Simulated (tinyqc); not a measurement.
Lattice vibrations of a chain, step by step. One step of it, computed by the program tinyqc.

Task: Frequencies. omega^2 are the eigenvalues; wavenumber = 521.4708 sqrt(eigenvalue) 1/cm.

D(q) (eV/(angstrom^2 u)), lower triangle (Hermitian):
```
                     1                    2         3
1             1.166240
2  -0.347744-0.052677i             0.629513
3   0.284260-0.738021i  -0.439508-0.083396i  2.698718
```

Give: eigenvalues; wavenumbers; weights |e|^2 of the mass-weighted modes.

Result:

eigenvalues: 0.3073  1.0744  3.1128

wavenumbers (1/cm): 289.1  540.5  920.0

weights |e|^2 of the mass-weighted modes:
```
        mode 1  mode 2  mode 3
atom 1  0.2651  0.5901  0.1448
atom 2  0.6638  0.3046  0.0316
atom 3  0.0711  0.1052  0.8236
```
